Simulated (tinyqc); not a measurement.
Resistance of a source-drain extension with a graded tip: two steps of the calculation.

y runs along the channel, the gate covers y > 0. The doping is N0 for y < y0 and N0 10^(-(y - y0)/la) beyond, uniform over the depth xj. Sheet conductance s(y) = q mu(N) max(N - Nch, 0) xj + (for y > 0) ma Cox Vo, with mu(N) = u0 + (u1 - u0)/(1 + (N/Nr)^au) and Cox = eps0 eox/tox. Current is taken as one-dimensional; depletion of the tip, spreading and the contact are left out. The metallurgical junction lies at yj, where N = Nch.

Parameters, values chosen for the exercise; mobility law close to that of electrons in silicon: relative permittivity of the gate insulator (close to silicon dioxide) eox = 3.9; insulator thickness tox = 1.7 nm; active doping of the extension far from the gate N0 = 5.7e19 cm^-3; lateral abruptness la = 1.7 nm/decade; position under the gate where the fall begins (gate edge at 0) y0 = 1.9 nm; depth of the extension xj = 12 nm; channel doping Nch = 2.5e18 cm^-3; gate overdrive Vo = 0.9 V; mobility of the gate-induced layer ma = 89 cm^2/(V s); mobility at low doping u1 = 1414 cm^2/(V s); mobility at high doping u0 = 68.5 cm^2/(V s); reference doping Nr = 9.2e16 cm^-3; exponent au = 0.711; gate length Lg = 90 nm.

Constants: q = 1.602176634e-19 C, eps0 = 8.8541878128e-14 F/cm where lengths are in cm. Results are converted to the units shown.

Problem 1. Sheet resistances and junction position. yj = y0 + la log10(N0/Nch); sheet resistance of the full extension 1/[q mu(N0)(N0 - Nch) xj] and of the gate-induced layer 1/(ma Cox Vo); metallurgical length Lg - 2 yj; ye is where the doped and the gate-induced conductances are equal.

Find: yj; sheet resistance of the extension; sheet resistance of the induced layer; metallurgical length; ye; N at ye.

Solution 1.

yj = 4.2085 nm
sheet resistance of the extension = 1159.9 ohm/square
sheet resistance of the induced layer = 6146.1 ohm/square
metallurgical length = 81.583 nm
ye = 3.1972 nm
N at ye = 9.8354e18 cm^-3

The gate takes over 1.01 nm before the junction, where N is still 3.93 times the channel doping.

Problem 2. Resistance of the overlapped part. Midpoint rule on 12 equal steps from 0 to yj: R_ov = sum h/s(y), per width.

Find: y; N; doped conductance; sheet resistance; R_ov.

Solution 2.

```
point,y (nm),N (cm^-3),doped conductance (uS),sheet resistance (ohm/square)
0,0.1754,5.700e19,862.1,975.8
1,0.5261,5.700e19,862.1,975.8
2,0.8768,5.700e19,862.1,975.8
3,1.227,5.700e19,862.1,975.8
4,1.578,5.700e19,862.1,975.8
5,1.929,5.481e19,831.4,1006
6,2.280,3.409e19,536.1,1431
7,2.630,2.120e19,345.3,1969
8,2.981,1.318e19,219.4,2617
9,3.332,8.198e18,133.2,3380
10,3.682,5.098e18,70.80,4283
11,4.033,3.170e18,21.78,5421
```

R_ov = 8.762 ohm um

tinyqc, about 0.03 s, one thread, Intel Xeon 2.30GHz (shared host): `OMP_NUM_THREADS=1 python tinyqc.py 2282221 2282222 out.jsonl`
